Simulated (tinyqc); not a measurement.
Binding against mu: shallow acceptor in the spherical model (Baldereschi-Lipari), strong spin-orbit limit. Computed by tinyqc, a small Python program. Command: `OMP_NUM_THREADS=1 python tinyqc.py 3007037 3007038 out.jsonl acceptor walk`. One thread of a shared host (Intel(R) Xeon(R) Processor @ 2.30GHz), about 0.01 s of CPU time with the checks.

The 1S(3/2) state has an s envelope f(r) and a d envelope g(r). In effective units they obey -(f'' + 2f'/r + 2f/r) + mu (g'' + 5g'/r + 3g/r^2) = E f and -(g'' + 2g'/r - 6g/r^2 + 2g/r) + mu (f'' - f'/r) = E g. The cubic term, the split-off band and the central cell are left out.

Inputs (values chosen for the exercise, for a model semiconductor): Luttinger gamma_1 = 9.66; Luttinger gamma_2 = 1.87; Luttinger gamma_3 = 3.59; dielectric constant eps = 16.5.

Constants: Ry = 13.605693123 eV; a_0 = 0.529177210903 angstrom.

Method:
- Ry* = Ry/(gamma_1 eps^2), a* = a_0 eps gamma_1, mu = (6 gamma_3 + 4 gamma_2)/(5 gamma_1), delta = (gamma_3 - gamma_2)/gamma_1; spherical masses 1/(gamma_1 (1 - mu)) (heavy) and 1/(gamma_1 (1 + mu)) (light).
- Basis: f_i = exp(-zeta_i r), g_i = r exp(-zeta_i r), weight r^2 dr, s = zeta_i + zeta_j. S_ff = 2/s^3, H_ff = zeta_i zeta_j S_ff - 2/s^2; S_gg = 24/s^5, H_gg = 8/s^3 + 24 zeta_i zeta_j/s^5 - 12/s^4; H(f_i, g_j) = mu (6 zeta_i^2/s^4 + 2 zeta_i/s^3); S_fg = 0. Each function is normalised by sqrt(S_ii).
- Large basis: zeta_i = 0.08 x 1.55^(i-1), i = 1..20 in each channel; overlap eigenvalues below 1e-11 are dropped.

mu = 0.600828

1S(3/2):
```
mu    binding (Ry*)  d weight  binding x (1 - mu)
0.10         1.0091   0.00424             0.90817
0.18         1.0301   0.01377             0.84466
0.36         1.1336   0.05590             0.72549
0.50         1.2985   0.10979             0.64927
0.60         1.5029   0.16074             0.60117
0.80         2.5802   0.29828             0.51604
0.90         4.7683   0.38818             0.47683
0.95         9.1447   0.44002             0.45723
```

What follows from these numbers?

The binding grows from 1.009 to 9.14 Ry*, slowly at first (second order in mu), while the d weight rises to 0.44. The last column, the binding in units of the heavy-hole Rydberg, falls to 0.457, towards about 0.44 as mu tends to 1. Caution: gamma_3 and gamma_2 differ by more than 0.17 gamma_1: band warping, left out here, adds several per cent to the binding.
